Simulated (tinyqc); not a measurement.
From width parameter Delta back to uniaxial anisotropy K_u: domain walls in a thin film with perpendicular anisotropy: Bloch, Neel and chiral walls, motion and stripe domains. Computed by tinyqc, a small Python program. Command: `OMP_NUM_THREADS=1 python tinyqc.py 3008276 3008277 out.jsonl mwall inv`. One thread of a shared host (Intel(R) Xeon(R) Processor @ 2.30GHz), about 0.02 s of CPU time with the checks.

One-dimensional wall: polar angle theta(x), azimuth phi of the moment in the wall (phi = 0 Neel, 90 degrees Bloch). mu_0 = 1.25663706212e-6 T m/A, gamma = 1.76085963023e11 rad/(s T).

Inputs (values chosen for the exercise, for a model film): saturation magnetisation M_s = 849 kA/m; exchange stiffness A = 24 pJ/m.

Method. K_eff = K_u - mu_0 M_s^2/2; Delta = sqrt(A/K_eff); sigma_0 = 4 sqrt(A K_eff); profile theta = 2 arctan exp(x/Delta); quality factor Q = 2 K_u/(mu_0 M_s^2).

Question. A run gave the result below. Find the uniaxial anisotropy K_u, known to lie between 670 and 1400 kJ/m^3.

width parameter Delta = 7.163389 nm

Answer.

Each step takes the trial c = (a f_b - b f_a)/(f_b - f_a), f being the result less the target and a, b, c the logarithms of the listed values; c replaces end b, the old b replaces a if the sign of f changed, and otherwise f_a is halved.

Scan of the range:
```
uniaxial anisotropy K_u (kJ/m^3)  width parameter Delta (nm)
670                                                  10.5140
758                                                   8.8691
857                                                   7.7065
969                                                   6.8192
1100                                                  6.0900
1240                                                  5.5219
1400                                                  5.0339
```

False position (Illinois rule, in the logarithm of the input) inside the bracket:
```
step    end a    end b    trial  width parameter Delta (nm)
1     857.000  969.000  923.917                     7.13812
2     857.000  923.917  918.023                     7.18321
3     923.917  918.023  920.609                     7.16332
4     918.023  920.609  920.600                     7.16339
5     918.023  920.600  920.600                     7.16339
6     920.600  920.600  920.600                     7.16339
```

Width parameter Delta falls at every point of a 13-point scan of the range (every second point is shown), so one value fits; it is bracketed by 857 and 969. Answer: uniaxial anisotropy K_u = 920.6 kJ/m^3.
